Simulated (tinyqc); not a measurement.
## Bandgap voltage reference from two bipolar transistors: effect of the offset of the amplifier

Two transistors of area 1 and N carry the same current I. Is(T) = Is (T/T0)^eta exp[(Vg0 q/kB)(1/T0 - 1/T)], VBE1 = Vt ln(I/Is(T)) + I rb, VBE2 = Vt ln(I/(N Is(T))) + I rb/N. The amplifier forces I R1(T) = VBE1 - VBE2 + Vos, with R(T) = R (1 + tc (T - T0)) for both resistors, and the output is Vref = VBE1 + I R2(T). Base currents and the Early effect are neglected.

Vt = kB T/q; I = (Vt ln N + Vos)/(R1(T) - rb (1 - 1/N)). Box coefficient: span of Vref between 233 and 398 K over its average over T and over 165 K. The last column is the R2 that gives zero slope at T0.

Parameters, values chosen for the exercise; values of the order met in silicon bipolar transistors: reference temperature T0 = 298 K; band-gap voltage extrapolated to 0 K Vg0 = 1.205 V; temperature exponent of the saturation current eta = 3.7; saturation current of the unit transistor at T0 Is = 8.8e-16 A; area ratio of the second transistor N = 15; resistor across which the difference of VBE falls, at T0 R1 = 3.9 kohm; temperature coefficient of both resistors tc = 600 ppm/K; series resistance of the unit transistor rb = 81 ohm; output resistor at T0 R2 = 35.75 kohm.

Constants: q = 1.602176634e-19 C, kB = 1.380649e-23 J/K. Results are converted to the units shown.

Effect of the offset of the amplifier:
```
Vos (mV)	I at T0 (uA)	Vref at T0 (V)	slope at T0 (uV/K)	box coefficient (ppm/K)	R2 for zero slope (kohm)
-5	16.88	1.213	-66.62	65.68	36.85
-3	17.40	1.232	-67.02	64.96	36.85
-1	17.92	1.252	-67.35	64.20	36.86
0	18.18	1.261	-67.48	63.81	36.86
1	18.45	1.271	-67.60	63.41	36.86
3	18.97	1.291	-67.78	62.59	36.86
5	19.49	1.310	-67.90	61.75	36.87
```

What does the table show?

As Vos goes from -5 to 5, Vref rises from 1.213 to 1.310 V and the box coefficient falls from 65.7 to 61.7 ppm/K. Each mV of offset moves Vref by 9.74 mV, about R2/R1 = 9.17 plus the change of VBE1 with the current.

tinyqc, about 0.02 s, one thread, Intel Xeon 2.30GHz (shared host): `OMP_NUM_THREADS=1 python tinyqc.py 2062101 2062102 out.jsonl`
